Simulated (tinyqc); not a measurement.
# Hot electrons in a saturated n-channel MOSFET, lucky-electron model: several studies

Beyond pinch-off the lateral field grows as Esat cosh(y/l) over the velocity-saturated region (pseudo-two-dimensional model). Impact ionisation in this region gives the substrate current, which biases the body forward through Rsub. Currents are per width. Local-field laws: they overstate ionisation when the field peak is narrower than an energy relaxation length.

Parameters, values chosen for the exercise; values close to those of silicon n-channel devices:
- L = 0.18 um (channel length)
- tox = 4.3 nm (oxide thickness)
- xj = 52 nm (junction depth)
- VT = 0.64 V (threshold)
- mu = 320 cm^2/(V s) (effective mobility)
- vs = 7.7e6 cm/s (saturation velocity)
- Ai = 2e6 1/cm (ionisation prefactor)
- Bi = 1.8 MV/cm (ionisation field)
- Rd = 0 ohm um (resistance of the lightly doped drain)
- Rsub = 28000 ohm um (substrate resistance)
- kb = 0.48 (fall of VT per volt of forward body bias)
- m = 3.2 (lifetime exponent)
- Hl = 9900 s uA/um (lifetime constant)
- Vd = 1.7 V (drain voltage)
- Vg = 1.2 V (gate voltage)

Constants: eps0 = 8.8541878128e-14 F/cm where lengths are in cm. Results are converted to the units shown.

Each table varies one quantity; the others keep the values above.

## Effect of the drain voltage

Cox = 3.9 eps0/tox, l = sqrt(3 tox xj), Esat = 2 vs/mu. Overdrive g = Vg - VT + kb Vb; Vdsat = g Esat L/(g + Esat L); Id = Cox vs (g - Vdsat); dV = Vd - Id Rd - Vdsat; Em = sqrt((dV/l)^2 + Esat^2); Isub = Id (Ai/Bi) l Em exp(-Bi/Em). Vb = Rsub Isub is solved self-consistently. Lifetime tau = (Hl/Id)(Isub/Id)^(-m); 1 year = 3.15576e7 s.

Effect of the drain voltage:
```
Vd (V)  Id (uA/um)  Em (MV/cm)  Isub (uA/um)    Isub/Id  tau (years)
1.1         137.39     0.29680       0.27265  0.0019844       1014.2
1.21        139.44     0.33805       0.66060  0.0047376       61.711
1.33        143.52     0.38253        1.4291  0.0099580       5.5652
1.44        149.64     0.42261        2.5719   0.017188      0.93066
1.56        159.98     0.46528        4.4740   0.027966      0.18334
1.67        174.29     0.50312        7.0507   0.040454     0.051639
1.79        197.99     0.54255        11.202   0.056576     0.015540
1.9         231.90     0.57634        16.930   0.073005    0.0058681
```

What does the comparison show?

As Vd goes from 1.1 to 1.9 V, Em rises from 0.297 to 0.576 MV/cm, Isub rises from 0.273 to 16.9 uA/um and tau falls from 1010 to 0.00587 years. The slope of ln(tau) against 1/Vd is 33.9 V between the first two rows and 30.1 V between the last two; ten years are last met at Vd = 1.21 V among the rows. At Vd = 1.9 V the body is biased forward by over 0.45 V, close to turning on the parasitic bipolar transistor. At Vd = 1.1 V tau is a far extrapolation that only says that hot carriers are no limit.

## Effect of the oxide thickness

Same model as above.

Effect of the oxide thickness:
```
tox (nm)  Id (uA/um)  Em (MV/cm)  Isub (uA/um)  Isub/Id  tau (years)
3.7            241.4      0.5445         12.86  0.05329      0.01543
4.5            165.6      0.5035         6.875  0.04152      0.05002
5.6            118.6      0.4570         3.467  0.02923       0.2148
6.9            90.62      0.4146         1.784  0.01968       0.9959
8.6            70.24      0.3732        0.8583  0.01222        5.907
```

What does the table show?

As tox goes from 3.7 to 8.6 nm, Em falls from 0.544 to 0.373 MV/cm, Isub falls from 12.9 to 0.858 uA/um and tau rises from 0.0154 to 5.91 years. From the first row to the last, log10(tau) changes by 2.6: 2.0 from (Isub/Id)^(-m), which holds Em and l, and 0.54 from 1/Id.

## Effect of the junction depth

Same model as above.

Effect of the junction depth:
```
xj (nm)  Id (uA/um)  Em (MV/cm)  Isub (uA/um)    Isub/Id  tau (years)
38           218.77     0.58720        14.738   0.067368    0.0080444
52           179.27     0.51318        7.9348   0.044261     0.037648
71           158.29     0.44538        4.1657   0.026316      0.22509
96           147.16     0.38652        2.1119   0.014351       1.6855
130          141.16     0.33437       0.98642  0.0069878       17.576
```

Read the table: what changes, and by how much?

As xj goes from 38 to 130 nm, Em falls from 0.587 to 0.334 MV/cm, Isub falls from 14.7 to 0.986 uA/um and tau rises from 0.00804 to 17.6 years. From the first row to the last, log10(tau) changes by 3.3: 3.1 from (Isub/Id)^(-m), which holds Em and l, and 0.19 from 1/Id.

Numbers from tinyqc (`OMP_NUM_THREADS=1 python tinyqc.py 2550155 2550156 out.jsonl`; about 0.01 s on one thread of a shared Intel Xeon 2.30GHz).
